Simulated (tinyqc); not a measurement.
Comparisons within one model: sp3s* tight binding with spin-orbit coupling. A value that a table varies takes the place of the one given here.

sp3s* tight binding, nearest neighbours only: anion (a) at 0, cation (c) at a/4 (1,1,1), orbitals s, px, py, pz, s* on each; k in units of 2 pi/a. With phases e_j = exp(i (pi/2) k.n_j) for n = (1,1,1), (1,-1,-1), (-1,1,-1), (-1,-1,1): g0 = (e1+e2+e3+e4)/4, g1 = (e1+e2-e3-e4)/4, g2 = (e1-e2+e3-e4)/4, g3 = (e1-e2-e3+e4)/4. The diagonal holds the levels Esa, Epa, Exa (s*) and Esc, Epc, Exc. Anion-cation block: <sa|sc> = Vss g0; <sa|xc> = Vsapc g1; <xa|sc> = -Vscpa g1; <xa|xc> = Vxx g0; <xa|yc> = <ya|xc> = Vxy g3, <xa|zc> = <za|xc> = Vxy g2, <ya|zc> = <za|yc> = Vxy g1; <s*a|xc> = Vxapc g1; <xa|s*c> = -Vpaxc g1; y and z take g2 and g3 in place of g1; s-s* and s*-s* vanish.

Spin-orbit coupling acts within the p shell of each atom as (D/3) L.sigma, D = Da or Dc: it puts four states at Ep + D/3 and two at Ep - 2D/3.

Inputs chosen for the exercise (near a published set for GaP, fitted to gaps, whose masses and valley positions are rough; spin-orbit coupling, where it is added without a refit, lifts the valence top and shrinks all gaps by about a third of the splitting; shifted at random, so the results belong to these values and not to a real crystal): Esa = -8.136 eV (s level of the anion); Epa = 1.126 eV (p level of the anion); Esc = -2.203 eV (s level of the cation); Epc = 4.103 eV (p level of the cation); Exa = 8.492 eV (s* level of the anion); Exc = 7.192 eV (s* level of the cation); Vss = -7.451 eV (s-s); Vxx = 2.146 eV (px-px); Vxy = 5.132 eV (px-py); Vsapc = 4.283 eV (s anion, p cation); Vscpa = 6.333 eV (s cation, p anion); Vxapc = 4.645 eV (s* anion, p cation); Vpaxc = 5.099 eV (p anion, s* cation); Da = 0.066 eV (atomic spin-orbit splitting, anion); Dc = 0.18 eV (the same, cation); eta = 2.5 (scaling exponent); D001 = 0.92 (ratio -ezz/exx).

## What the s* orbital does

The s* couplings Vxapc and Vpaxc are scaled by f; f = 0 is the plain sp3 model. Gaps from the top of the valence band at Gamma; the Delta value is the minimum on (x,0,0), 0.5 <= x <= 1.

Gaps (eV):
```
f      Gamma   Delta       L  x of the minimum
0.00  2.8174  4.7689  3.6402             0.500
0.25  2.8174  4.6437  3.5210             0.500
0.50  2.8174  4.2604  3.2124             1.000
0.75  2.8174  3.3103  2.8039             1.000
0.90  2.8174  2.7135  2.5379             1.000
1.00  2.8174  2.3109  2.3564             1.000
1.10  2.8174  1.9064  2.1720             1.000
```

The gap at Gamma stays, since g1 to g3 vanish there. From f = 0 to 1 the s* levels lower the Delta value by 2.458 eV and L by 1.284 eV. For f = 0 and 0.25 the least value lies at x = 0.5, the end of the range: any valley further out lies above that value until s* has lowered it enough. The lowest of the three is Gamma at f = 0 and the Delta line at f = 1.

## Hydrostatic strain (sp3s* tight binding with spin-orbit coupling, strained)

Strain e moves each bond vector to d = (1 + e) d0 (no internal displacement for the diagonal strains used here) and k is given in fractions of the strained reciprocal cell, so the phases stay. Two-centre values Vss_sigma = Vss/4, Vsp_sigma = sqrt3 V/4 for each s-p and s*-p pair, Vpp_sigma = (Vxx + 2 Vxy)/4, Vpp_pi = (Vxx - Vxy)/4 are scaled by (d0/d)^eta and combined with the new direction cosines; the levels on the diagonal stay.

exx = eyy = ezz = e. Gaps as measured from the top of the valence band; the deformation potentials are (gap(0.01) - gap(-0.01))/0.06.

Gaps (eV):
```
e       Gamma   Delta       L  x of the minimum
-0.03  3.5086  2.2948  2.6547             1.000
-0.02  3.2689  2.2992  2.5527             1.000
-0.01  3.0387  2.3046  2.4532             1.000
0.00   2.8174  2.3109  2.3564             1.000
0.01   2.6046  2.3179  2.2625             1.000
0.02   2.4001  2.3257  2.1716             1.000
0.03   2.2033  2.3340  2.0837             1.000
```

gap deformation potentials (eV): Gamma -7.234, Delta 0.222, L -3.177

Per unit of volume strain the gaps move by -7.23 (Gamma), +0.22 (Delta) and -3.18 eV (L). The lowest valley changes from the Delta line to L between e = 0 and 0.01. These potentials follow from the one exponent eta, which fitted models replace by one for each integral; with it the sizes are rough, the sign for Delta can be wrong (in Si, Ge and the III-V crystals measured values are small and positive), and the pressures at which valleys cross, and which valley takes over, are rough too. A gap of zero, where one is listed, marks an s level that has sunk below the valence top.

## Biaxial strain splits the top of the valence band (sp3s* tight binding, strained)

No spin-orbit coupling; k = 0; exx = eyy = e, ezz = -D001 e. The four bonds keep equal lengths, and the sums over them give Vxx(e) for px and py and Vzz(e) for pz; each level is the lower root of [[Epa, V], [V, Epc]], and the s level the upper root of the s block. The shear potential b follows from E(x,y) - E(z) = 3 b (exx - ezz), taken as the slope between e = -0.005 and 0.005.

Couplings and levels at Gamma (eV):
```
e           ezz  Vxx(e)  Vzz(e)   E(x,y)     E(z)  E(x,y) - E(z) (meV)  upper s level
-0.020   0.0184  2.0487  2.4552   0.0821  -0.2567                338.9         2.9737
-0.010   0.0092  2.0985  2.2987   0.0417  -0.1240                165.7         2.9123
-0.005   0.0046  2.1225  2.2218   0.0221  -0.0599                 81.9         2.8814
0.005   -0.0046  2.1689  2.0711  -0.0160   0.0640                -80.0         2.8191
0.010   -0.0092  2.1912  1.9973  -0.0345   0.1236               -158.0         2.7877
0.020   -0.0184  2.2342  1.8526  -0.0702   0.2380               -308.2         2.7247
```

b = -2.811 eV

Under tension in the plane (e > 0) the bonds tilt towards the plane, Vxx grows to 2.1912 and Vzz falls to 1.9973 eV at e = 0.01, and the pz state forms the top of the valence band, by 158.0 meV; under compression (e = -0.01) the px, py pair does, by 165.7 meV. The slope gives b = -2.81 eV, a rough value, since on-site strain terms are left out (measured values lie near -2 eV).

## What each parameter does

Gaps from the top of the valence band at Gamma; Delta is the minimum on (x,0,0), 0.5 <= x <= 1. Each row changes one parameter from the base and keeps the others.

Results:
```
case              Ev (eV)  gap Gamma (eV)  gap Delta (eV)  gap L (eV)
base               0.0329          2.8174          2.3109      2.3564
Esa = -7.836 eV    0.0329          2.9131          2.3403      2.4037
Vxx = 1.846 eV     0.2722          2.5782          2.0716      2.0805
Vxapc = 4.845 eV   0.0329          2.8174          2.1368      2.2955
Vsapc = 4.483 eV   0.0329          2.8174          2.4058      2.4243
Vscpa = 6.133 eV   0.0329          2.8174          2.3109      2.3031
Exa = 8.192 eV     0.0329          2.8174          2.2102      2.3212
```

The largest shifts from the base row, up to three for each result and ties (the steps differ in size, so this ranks the rows, not the parameters). Ev (eV): Vxx +0.2392; unchanged at the printed digits by Esa, Vxapc, Vsapc, Vscpa and Exa. gap Gamma (eV): Vxx -0.2392, Esa +0.0957; unchanged at the printed digits by Vxapc, Vsapc, Vscpa and Exa. gap Delta (eV): Vxx -0.2392, Vxapc -0.1740, Exa -0.1006; unchanged at the printed digits by Vscpa. gap L (eV): Vxx -0.2758, Vsapc +0.0680, Vxapc -0.0608. Vxapc, Vsapc, Vscpa and Exa cannot move Ev or the gap at Gamma, whose blocks do not hold them; s parameters never move Ev, and move the gap only where the lowest empty level at Gamma is s-like.

Computed by tinyqc, a small Python program: `OMP_NUM_THREADS=1 python tinyqc.py 1481409 1481410 out.jsonl` (the numbers bound the seed that draws the inputs); one thread of a shared host (Intel(R) Xeon(R) Processor @ 2.30GHz), about 0.1 s for the whole set of steps.
